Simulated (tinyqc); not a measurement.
Electron continuity equation in a given potential, Scharfetter-Gummel discretisation: two steps of the calculation.

Steady state in one dimension: J = q mu n E + q D dn/dx with E = -dpsi/dx and D = mu Vt, dJ/dx = q (n/tau - G), fixed densities nL and nR at the ends. The potential is given, psi = U x/L, and is not changed by the electrons.

Inputs (values chosen for the exercise); mobility close to that of In0.53Ga0.47As at room temperature:
```
symbol,value,unit,meaning
T,450,K,temperature
mu,11100,cm^2/(V s),electron mobility
L,0.36,um,length of the region
nL,1.2e14,cm^-3,density at x = 0
nR,0,cm^-3,density at x = L
tau,1.5e-13,s,lifetime
G,1.4e25,cm^-3 s^-1,uniform generation rate
```

Constants: q = 1.602176634e-19 C, kB = 1.380649e-23 J/K, Vt = kB T/q. Results are converted to the units shown.

Question 1. Tridiagonal system for the inner nodes. Row i (1 to 11): B(-d_(i-1)) n_(i-1) + b_i n_i + B(d_i) n_(i+1) = f_i with b_i = -B(-d_i) - B(d_(i-1)) - h^2/(D tau) and f_i = -G h^2/D; the known end values are moved to the right: f_1 loses B(-d_0) nL and f_11 loses B(d_11) nR. h = L/12, D = mu Vt.

```
interval	B(d_i)	B(-d_i)
0	0.32682960	2.2609160
1	0.32682960	2.2609160
2	0.32682960	2.2609160
3	0.32682960	2.2609160
4	0.32682960	2.2609160
5	0.32682960	2.2609160
6	0.32682960	2.2609160
7	0.32682960	2.2609160
8	0.32682960	2.2609160
9	0.32682960	2.2609160
10	0.32682960	2.2609160
11	0.32682960	2.2609160
```

Give: diagonal b; right side f.

Answer 1.

```
node	diagonal b	right side f (cm^-3)
1	-2.7271	-2.7160e14
2	-2.7271	-2.9273e11
3	-2.7271	-2.9273e11
4	-2.7271	-2.9273e11
5	-2.7271	-2.9273e11
6	-2.7271	-2.9273e11
7	-2.7271	-2.9273e11
8	-2.7271	-2.9273e11
9	-2.7271	-2.9273e11
10	-2.7271	-2.9273e11
11	-2.7271	-2.9273e11
```

Question 2. Densities and current. B(d_i) and B(-d_i) are the Bernoulli factors of the potential steps, b and f the diagonal and right side. Solve B(-d_(i-1)) n_(i-1) + b_i n_i + B(d_i) n_(i+1) = f_i (end values already in f), then J_i = (q D/h) [n_(i+1) B(d_i) - n_i B(-d_i)], h = L/12, D = mu Vt.

```
interval	B(d_i)	B(-d_i)
0	0.32682960	2.2609160
1	0.32682960	2.2609160
2	0.32682960	2.2609160
3	0.32682960	2.2609160
4	0.32682960	2.2609160
5	0.32682960	2.2609160
6	0.32682960	2.2609160
7	0.32682960	2.2609160
8	0.32682960	2.2609160
9	0.32682960	2.2609160
10	0.32682960	2.2609160
11	0.32682960	2.2609160
```

```
node	diagonal b	right side f (cm^-3)
1	-2.7271392	-2.7160264e14
2	-2.7271392	-2.9272658e11
3	-2.7271392	-2.9272658e11
4	-2.7271392	-2.9272658e11
5	-2.7271392	-2.9272658e11
6	-2.7271392	-2.9272658e11
7	-2.7271392	-2.9272658e11
8	-2.7271392	-2.9272658e11
9	-2.7271392	-2.9272658e11
10	-2.7271392	-2.9272658e11
11	-2.7271392	-2.9272658e11
```

Find: n; J.

Answer 2.

n, node 0 to 12 (cm^-3): 1.2000e14  1.1216e14  1.0483e14  9.7999e13  9.1619e13  8.5664e13  8.0104e13  7.4912e13  7.0053e13  6.5416e13  6.0349e13  5.0139e13  0
J, interval 0 to 11 (A/cm^2): -5394.2  -5041.5  -4712.3  -4405.0  -4118.2  -3850.4  -3600.5  -3367.1  -3149.4  -2946.5  -2759.9  -2605.9

Range of the model: The drift velocity mu E exceeds 1e7 cm/s somewhere, where real mobilities no longer stay constant.

tinyqc, about 0.01 s, one thread, Intel Xeon 2.30GHz (shared host): `OMP_NUM_THREADS=1 python tinyqc.py 2220019 2220020 out.jsonl`
